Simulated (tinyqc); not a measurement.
Worked calculation: donor in an ellipsoidal valley (Kohn-Luttinger variational method). Computed by tinyqc, a small Python program that keeps every step. Command: `OMP_NUM_THREADS=1 python tinyqc.py 3029169 3029170 out.jsonl kohnlutt walk`. One thread of a shared host (Intel(R) Xeon(R) Processor @ 2.30GHz), about 0.04 s of CPU time with the checks. Intermediate numbers are printed to about 7 digits and carried at full precision; extremes and crossings named in words are read from the listed rows.

H = -(d^2/dx^2 + d^2/dy^2) - gamma d^2/dz^2 - 2/r in units built on m_t, with gamma = m_t/m_l and z along the valley axis. One valley; no valley-orbit or central-cell term.

Inputs (values chosen for the exercise, modelled on silicon):
```
quantity                      value  unit
transverse mass m_t           0.191   m_0
longitudinal mass m_l         0.938   m_0
dielectric constant eps        11.5     -
trial ratio b/a                 0.7     -
observed depth chosen for 1s   40.2   meV
```

Constants: Ry = 13.605693123 eV; a_0 = 0.529177210903 angstrom; h x 1 THz = 4.135667696 meV.

## Effective units

Ry* = Ry m_t/eps^2, a* = a_0 eps/m_t, gamma = m_t/m_l.

Ry* = 19.64981 meV

a* = 31.86146 angstrom

gamma = 0.2036247

## Energy at a trial ratio

Trial function exp(-sqrt((x^2 + y^2)/a^2 + z^2/b^2)) with beta = b/a < 1: E = t/a^2 - u/a, t = (2 + gamma/beta^2)/3, u = 2 arcsin(sqrt(1 - beta^2))/sqrt(1 - beta^2); the best a is 2 t/u and E(beta) = -u^2/(4 t).

t = 0.8051869

u = 2.227562

best a = 0.7229310 a*

E(beta) = -1.540647 Ry*

## Minimum over the ratio

Golden-section search on beta from 0.05 to 0.999, 60 steps.

Search, first ten steps; c and d are the inner points:
```
step        low       high          c  E(c) (Ry*)          d  E(d) (Ry*)
1     0.0500000  0.9990000  0.4124857   -1.484172  0.6365143   -1.563524
2     0.4124857  0.9990000  0.6365143   -1.563524  0.7749715   -1.502886
3     0.4124857  0.7749715  0.5509430   -1.572089  0.6365143   -1.563524
4     0.4124857  0.6365143  0.4980570   -1.557654  0.5509430   -1.572089
5     0.4980570  0.6365143  0.5509430   -1.572089  0.5836283   -1.572667
6     0.5509430  0.6365143  0.5836283   -1.572667  0.6038289   -1.570481
7     0.5509430  0.6038289  0.5711436   -1.573089  0.5836283   -1.572667
8     0.5509430  0.5836283  0.5634277   -1.572963  0.5711436   -1.573089
9     0.5634277  0.5836283  0.5711436   -1.573089  0.5759123   -1.573017
10    0.5634277  0.5759123  0.5681964   -1.573077  0.5711436   -1.573089
```

best beta = 0.5704803

radius a of the 1s trial function = 23.76560 angstrom

radius b of the 1s trial function = 13.55780 angstrom

1s binding energy, trial function = 30.91092 meV

The envelope is flattened along the heavy axis; beta is close to gamma^(1/3) = 0.588.

## Levels from a Gaussian basis

Gaussian basis: g = P exp(-al (x^2 + y^2) - be z^2) with P = 1 (s-like), z (2p0) or x (2p+-); al = 0.004 x 2.6^k, k = 0..11, and be/al = 1, gamma^(-1/2) or 1/gamma (36 functions); 1/r = (2/sqrt(pi)) int exp(-t^2 r^2) dt by 48 Gauss-Legendre points after t = sqrt(al_i + al_j) tan(theta); overlap eigenvalues below 1e-10 are dropped.

1s binding energy, Gaussian basis = 30.95369 meV

2p0 binding energy = 11.43105 meV

2p+- binding energy = 6.323316 meV

The two-parameter trial function recovers 99.86 % of the 1s binding of the larger basis. 2p0, with its lobes along the heavy axis, is bound 1.81 times as strongly as 2p+-.

## Optical lines and the chemical shift

With an observed depth of 1s, the lines are 1s -> 2p0 = depth - E(2p0) and 1s -> 2p+- = depth - E(2p+-); the chemical shift is depth - E(1s, Gaussian basis); 1 meV = 1 THz/4.135667696.

line 1s -> 2p0 = 28.76895 meV

line 1s -> 2p+- = 33.87668 meV

chemical shift = 9.246315 meV

frequency of the line 1s -> 2p+- = 8.191346 THz

The spacing of the two lines, 5.108 meV, does not depend on the depth, so it is the same for every donor in this host.

## Which single mass stands for the valley

A hydrogenic level is Ry m/eps^2 for one mass m; errors are against the Gaussian basis.

1s binding energy:
```
rule                                      mass (m_0)  binding (meV)  error (%)
transverse mass                            0.1910000       19.64981   -36.5187
conductivity mass 3/(2/m_t + 1/m_l)        0.2600261       26.75112   -13.5769
density-of-states mass (m_t^2 m_l)^(1/3)   0.3246558       33.40013     7.9036
longitudinal mass                          0.9380000       96.50011   211.7565
trial function with a and b                        -       30.91092    -0.1382
mass that fits 1s                          0.3008759       30.95369     0.0000
```

The conductivity mass, which is what a spherical trial function (a = b) gives, falls short by 13.6 %, as a restricted variational bound must; the density-of-states mass is off by +7.9 %. The mass that fits lies between the two.

## Levels against anisotropy

The trial energy is minimised over beta by golden section from 0.05 to 0.999, 60 steps.

Binding energies (Ry*):
```
gamma  1s, trial  1s, Gaussians       2p0       2p+-
0.051   2.082657       2.094105  1.017079  0.3678622
0.100   1.838678       1.844464  0.790507  0.3475056
0.200   1.579823       1.582064  0.586571  0.3225026
0.310   1.416165       1.417158  0.475549  0.3046109
0.350   1.371262       1.372016  0.447382  0.2993854
0.590   1.181907       1.182039  0.338990  0.2756737
0.850   1.054785       1.054772  0.275287  0.2580577
```

As gamma falls from 0.85 to 0.051, 1s deepens from 1.055 to 2.094 Ry*, on the way from the hydrogen value 1 to the two-dimensional limit 4; 2p+- moves from 0.258 to 0.368 (limits 1/4 and 4/9), while 2p0 climbs from 0.275 to 1.017 and joins 1s as gamma tends to 0. Near gamma = 1 the trial function is almost exact and can pass the Gaussian basis, whose own error is about 3e-5 Ry*.

Checks made by the program: the Gaussian basis at gamma = 1 against 1, 1/4 and 1/4 Ry* (relative difference 3e-05); trial function against Gaussian basis (relative difference 1e-03).
